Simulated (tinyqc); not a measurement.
# Strained alloy layer of InAs and GaAs on (001) InP, model-solid band line-up: transition against well width

The layer is x parts of the first compound and 1 - x of the second, grown coherently on the third as substrate and barrier. Rows of the table: lattice constant a, average valence level Ea on an absolute scale, spin-orbit splitting so, gaps at Gamma, X and L, hydrostatic deformation potentials av and ac (Gamma), shear potential b, elastic constants, electron and heavy-hole (along z) masses. All are interpolated linearly in x; gaps get -C x (1 - x), taken wholly in the conduction band; real line-ups can differ from this model by 0.1 eV or more.

In-plane strain e = (a_substrate - a)/a, e_z = -2 (c12/c11) e, volume change 2 e + e_z. With v = 2 e + e_z and d = 2 b (e_z - e): Eav = Ea + av v; E_hh = Eav + so/3 - d/2; E_lh = Eav - so/6 + d/4 + sqrt(so^2 + so d + 9 d^2/4)/2; E_c = Ea + so/3 + EG + ac v (Gamma). Substrate: E_v = Ea + so/3, E_c = E_v + EG. Well depths: dEc = E_c(substrate) - E_c, dEhh = E_hh - E_v(substrate), dElh likewise; strained Gamma gap E_c - max(E_hh, E_lh); positive values confine carriers in the layer. Lowest level of a finite well of width Lw and depth V: kw Lw/2 = arctan(sqrt((mw/mb)(V - E)/E)), kw = sqrt(mw E/C), C = hbar^2/(2 m0), for electrons (dEc) and heavy holes (dEhh), mb from the substrate; transition E_c - E_hh + both levels, without exciton binding; wavelength h c/E.

Inputs (values chosen for the exercise):
- x = 0.74 (fraction of the first compound in the layer)
- CG = 0.477 eV (bowing of the Gamma gap)
- CX = 1.4 eV (bowing of the X gap)
- CL = 0.33 eV (bowing of the L gap)

Constants: q = 1.602176634e-19 C, hbar = 1.054571817e-34 J s, h = 6.62607015e-34 J s, m0 = 9.1093837015e-31 kg, c = 299792458 m/s, hbar^2/(2 m0) = 0.0380998212 eV nm^2. Results are converted to the units shown.

Binary compounds, values chosen for the exercise:
```
              close to InAs  close to GaAs  close to InP
a (angstrom)          6.058          5.653         5.869
Ea (eV)               -6.67          -6.92         -7.04
so (eV)               0.382          0.343          0.11
EG (eV)               0.351           1.43          1.35
EX (eV)                1.36            1.9           2.2
EL (eV)                1.06           1.73          1.91
av (eV)                   1           1.15          1.25
ac (eV)               -5.14          -7.08         -5.09
b (eV)                -1.77          -1.72         -1.69
c11 (GPa)              82.3            118          99.7
c12 (GPa)              45.7           54.1          56.7
me (m0)              0.0227         0.0675         0.079
mh (m0)               0.326          0.345         0.532
```

Results:
```
Lw (nm)  electron level (meV)  heavy-hole level (meV)  transition energy (eV)  wavelength (nm)
1.5                    257.56                  143.71                 0.98018           1264.9
2.1                    216.98                  97.757                 0.89364           1387.4
3                      169.70                  61.182                 0.80979           1531.1
4.3                    123.97                  36.095                 0.73897           1677.8
8.7                    56.184                  11.334                 0.64642           1918.0
12                     36.487                  6.4108                 0.62180           1993.9
18                     20.027                  3.0462                 0.60198           2059.6
25                     11.837                  1.6410                 0.59238           2093.0
```

Estimate the missing row, Lw = 6.1 nm.

Computed row:
```
Lw (nm)  electron level (meV)  heavy-hole level (meV)  transition energy (eV)  wavelength (nm)
6.1                    86.074                  20.684                 0.68566           1808.2
```

With this row back in the table: The wavelength rises from 1265 to 2093 nm, towards 2142 nm for E_c - E_hh alone. The electron level goes as Lw^(-0.51) in the thinnest wells, where it reaches 75.3 % of the depth dEc = 342 meV, and as Lw^(-1.60) in the widest. One monolayer (a/2) more shifts the transition by about -20 meV at Lw = 3 nm. For Lw = 6.1, 8.7, 12, 18, 25 the layer exceeds hc = 5.90 nm, the single-layer Matthews-Blakeslee thickness for this strain (a capped well tolerates about twice as much). For Lw = 1.5, 2.1, 3 the electron level exceeds 150 meV, where non-parabolicity lowers it.

tinyqc, about 0.01 s, one thread, Intel Xeon 2.30GHz (shared host): `OMP_NUM_THREADS=1 python tinyqc.py 2690024 2690025 out.jsonl`
